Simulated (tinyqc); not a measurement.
# Admittance spectroscopy of a deep trap: two studies

Schottky contact on an n-type layer with shallow donors Nd (all ionised) and a donor-like deep trap, neutral when filled and positive when empty; depletion approximation. Traps within lam of the depletion edge stay filled. The traps at xt = W - lam, where the level crosses the Fermi level, follow a slow signal and not a fast one. w = 2 pi f.

Inputs (values chosen for the exercise); material values close to those of gallium arsenide: relative permittivity eps_r = 12.8; conduction-band density of states at 300 K Nc = 4.39e17 cm^-3; thermal velocity at 300 K vth = 4.4e7 cm/s; shallow donor density Nd = 9.6e15 cm^-3; built-in voltage Vbi = 0.92 V; depth of the trap below the conduction edge Et = 0.43 eV; capture cross-section sn = 2.5e-15 cm^2; trap density Nt = 6.2e15 cm^-3; reverse bias Vr = 0 V; temperature T = 277 K.

Constants: q = 1.602176634e-19 C, kB = 1.380649e-23 J/K, eps0 = 8.8541878128e-14 F/cm where lengths are in cm. Results are converted to the units shown.

Each table varies one quantity; the others keep the values above.

## Admittance against frequency

Emission rate en = sn vth(T) Nc(T) exp(-Et/kB T) = sn g T^2 exp(-Et/kB T), g = vth Nc/(300 K)^2, as vth goes as T^0.5 and Nc as T^1.5 (degeneracy factor 1). lam = sqrt(2 eps0 eps_r (EF - ET)/(q Nd)), EF - ET = Et - (kB T/q) ln(Nc(T)/Nd), Nc(T) = Nc (T/300 K)^1.5. In the steady state at the band bending V, 2 eps0 eps_r V/q = Nd W^2 + Nt (W - lam)^2 (the second term only if W > lam). V = Vbi + Vr. C_HF = eps0 eps_r/W, C_LF = eps0 eps_r (Nd + Nt)/(Nd W + Nt xt). Inflection frequency w0 = 2 en [1 + Nt xt/(Nd W)]; C = C_HF + (C_LF - C_HF)/(1 + (w/w0)^2), G/w = (C_LF - C_HF)(w/w0)/(1 + (w/w0)^2).

Admittance against frequency:

| f (Hz) | C (nF/cm^2) | G/w (nF/cm^2) |
|---|---|---|
| 6.9 | 42.71 | 0.3019 |
| 14 | 42.69 | 0.6110 |
| 29 | 42.57 | 1.252 |
| 60 | 42.11 | 2.476 |
| 120 | 40.64 | 4.225 |
| 250 | 37.25 | 5.321 |
| 520 | 33.99 | 4.085 |
| 1100 | 32.57 | 2.243 |
| 2200 | 32.20 | 1.162 |
| 4600 | 32.11 | 0.5611 |
| 9400 | 32.08 | 0.2752 |

C falls from 42.7 to 32.1 nF/cm^2, between C_LF = 42.7 and C_HF = 32.1, and G/w goes from 0.302 through a maximum of 5.32 (at f = 250 Hz among the rows listed) to 0.275 nF/cm^2. The exact peak is half of the step, 5.32 nF/cm^2, at 243 Hz.

## Effect of the bias

Same model as above.

V = Vbi + Vr.

Results:

| Vr (V) | W (nm) | xt/W | C_HF (nF/cm^2) | step (nF/cm^2) | step (% of C_HF) |
|---|---|---|---|---|---|
| 0 | 353.3 | 0.3650 | 32.08 | 10.65 | 33.19 |
| 0.9 | 476.6 | 0.5292 | 23.78 | 5.389 | 22.66 |
| 1.7 | 559.8 | 0.5992 | 20.24 | 3.778 | 18.66 |
| 3.4 | 700.3 | 0.6796 | 16.18 | 2.328 | 14.38 |
| 4.3 | 762.9 | 0.7059 | 14.86 | 1.938 | 13.05 |
| 5.1 | 814.0 | 0.7244 | 13.92 | 1.689 | 12.13 |
| 6 | 867.5 | 0.7414 | 13.06 | 1.476 | 11.29 |

Estimate the missing row, Vr = 2.6 V.

Computed row:

| Vr (V) | W (nm) | xt/W | C_HF (nF/cm^2) | step (nF/cm^2) | step (% of C_HF) |
|---|---|---|---|---|---|
| 2.6 | 638.7 | 0.6487 | 17.75 | 2.838 | 15.99 |

With this row back in the table: xt/W rises from 0.365 to 0.741 since lam stays at 224 nm, and the relative step falls from 33.2 to 11.3 %: the nearer xt lies to W in proportion, the less the traps add.

tinyqc, about 0.01 s, one thread, Intel Xeon 2.30GHz (shared host): `OMP_NUM_THREADS=1 python tinyqc.py 2050124 2050125 out.jsonl`
